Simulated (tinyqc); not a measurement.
# Length offset and series resistance from crossing lines

Problem. R_total = Rs + k (L - dL)/Vo with constant Rs, dL and k. Find k, dL and Rs.

R_total at (L, Vo) = (45, 0.32), (90, 0.32), (45, 0.78) and (90, 0.78), L in nm and Vo in V (ohm um): 695.5  1061.1250  515.33333  665.33333

Solution. At each overdrive R is a straight line in L with slope k/Vo; the two lines cross at L = dL, R = Rs.

k = 2.600 ohm um V/nm
dL = 7.400 nm
Rs = 390.0 ohm um

Computed by the program tinyqc: `OMP_NUM_THREADS=1 python tinyqc.py 2282059 2282060 out.jsonl`, one thread of a shared Intel Xeon 2.30GHz, about 0.06 s for the whole run.
